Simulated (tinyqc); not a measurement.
# Thermal resistances of a two-die stack

Problem. Heat leaves through the lower die only, and the system is linear. Find the resistance R1 from the lower die to the coolant, R2 between the dies, and the rise of the upper die when both are powered.

Parameters, values chosen for the exercise: power of the lower die P1 = 11 W; power of the upper die P2 = 8.6 W.

rises of the lower and upper die with only the lower one powered (K): [4.95, 4.95]
rises of the lower and upper die with only the upper one powered (K): [3.87, 7.052]

Answer. With only the lower die powered no heat crosses R2, so both dies rise by P1 R1; the difference in the second test is P2 R2; rises add.

R1 = 0.4500 K/W
R2 = 0.3700 K/W
rise of the upper die = 12.00 K

tinyqc, about 0.02 s, one thread, Intel Xeon 2.30GHz (shared host): `OMP_NUM_THREADS=1 python tinyqc.py 2162156 2162157 out.jsonl`
